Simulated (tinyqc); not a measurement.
## Mass and degeneracy from charge and saturation current

Inverse problem. At high drain voltage only states moving towards the drain are filled: n = (N0/2) F_0(eta), N0 = gv m kB T/(pi hbar^2), F_0(x) = ln(1 + exp x), and I = q (N0/2) vT F_(1/2)(eta) per width, vT = sqrt(2 kB T/(pi m)), F_(1/2)(x) = (2/sqrt(pi)) int_0^infinity u^(1/2)/(1 + exp(u - x)) du. Find eta and m.

Parameters, values chosen for the exercise: temperature T = 77 K; valley degeneracy gv = 2.

Constants: q = 1.602176634e-19 C, kB = 1.380649e-23 J/K, hbar = 1.054571817e-34 J s, m0 = 9.1093837015e-31 kg. Results are converted to the units shown.

n = 2.1772531e11 cm^-2
I = 23.360448 uA/um

Answer. The mass drops out of I^2/(q^2 n) = gv (kB T)^2 F_(1/2)^2/(pi^2 hbar^2 F_0), which rises with eta and so fixes it; n then gives m.

eta = -0.650
m = 0.187 m0

Program tinyqc, `OMP_NUM_THREADS=1 python tinyqc.py 2400055 2400056 out.jsonl`; Intel Xeon 2.30GHz, shared host, one thread, about 0.01 s.
